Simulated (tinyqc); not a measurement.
Fully depleted semiconductor-on-insulator film with two gates, non-linear Poisson equation by Newton steps: one step of the calculation.

One dimension across the film, front interface at x = 0, back interface at x = ts. psi is counted from the intrinsic level, n = ni exp(psi/Vt) (source grounded), holes neglected, acceptors ionised. Gates act through Cox = eps0 eox/tox and Cbox = 3.9 eps0/tb with potentials G1 = Vg - (phiM - chi - Vt ln(Nc/ni)) and G2 = Vb - (phiB - chi - Vt ln(Nc/ni)). Classical Boltzmann densities, no interface charge, no depletion in the back plane.

Problem. Density, residual and Jacobian diagonal. Nodes 0 to 9, h = ts/9, box widths w = h (h/2 at both ends), a = eps0 eps_r/h. F_i = a (psi_(i+1) - 2 psi_i + psi_(i-1)) - q w_i (n_i + Na); F_0 = a (psi_1 - psi_0) + Cox (G1 - psi_0) - q w_0 (n_0 + Na); F_9 = a (psi_8 - psi_9) + Cbox (G2 - psi_9) - q w_9 (n_9 + Na). Diagonal b_i = -2 a - q w_i n_i/Vt, with -a - Cox and -a - Cbox in place of -2 a at the ends.

Values chosen for this exercise; band and dielectric values close to those of In0.53Ga0.47As: temperature T = 300 K; relative permittivity of the gate insulator (close to silicon dioxide) eox = 3.9; insulator thickness tox = 1.9 nm; film thickness ts = 5.3 nm; buried-oxide thickness (eps_r 3.9) tb = 20 nm; acceptor density of the film Na = 1.4e16 cm^-3.

Constants: q = 1.602176634e-19 C, kB = 1.380649e-23 J/K, Vt = kB T/q, eps0 = 8.8541878128e-14 F/cm where lengths are in cm. Results are converted to the units shown.

| node | psi at the start (V) |
|---|---|
| 0 | 0.07 |
| 1 | 0.07 |
| 2 | 0.07 |
| 3 | 0.07 |
| 4 | 0.07 |
| 5 | 0.07 |
| 6 | 0.07 |
| 7 | 0.07 |
| 8 | 0.07 |
| 9 | 0.07 |

ni = 8.9130226e11 cm^-3
a = 21.350287 uF/cm^2
G1 = 0.22966414 V
G2 = -0.18033586 V

Give: n; residual F; diagonal b.

Solution.

| node | n (cm^-3) | residual F (1e-7 C/cm^2) | diagonal b (F/cm^2) |
|---|---|---|---|
| 0 | 1.3365e13 | 2.9011 | -2.3168e-5 |
| 1 | 1.3365e13 | -0.0013 | -4.2701e-5 |
| 2 | 1.3365e13 | -0.0013 | -4.2701e-5 |
| 3 | 1.3365e13 | -0.0013 | -4.2701e-5 |
| 4 | 1.3365e13 | -0.0013 | -4.2701e-5 |
| 5 | 1.3365e13 | -0.0013 | -4.2701e-5 |
| 6 | 1.3365e13 | -0.0013 | -4.2701e-5 |
| 7 | 1.3365e13 | -0.0013 | -4.2701e-5 |
| 8 | 1.3365e13 | -0.0013 | -4.2701e-5 |
| 9 | 1.3365e13 | -0.4329 | -2.1523e-5 |

Range of the model: In so thin a film or at such density quantum confinement moves the charge away from the interfaces and raises the threshold.

Program tinyqc, `OMP_NUM_THREADS=1 python tinyqc.py 2190066 2190067 out.jsonl`; Intel Xeon 2.30GHz, shared host, one thread, about 0.4 s.
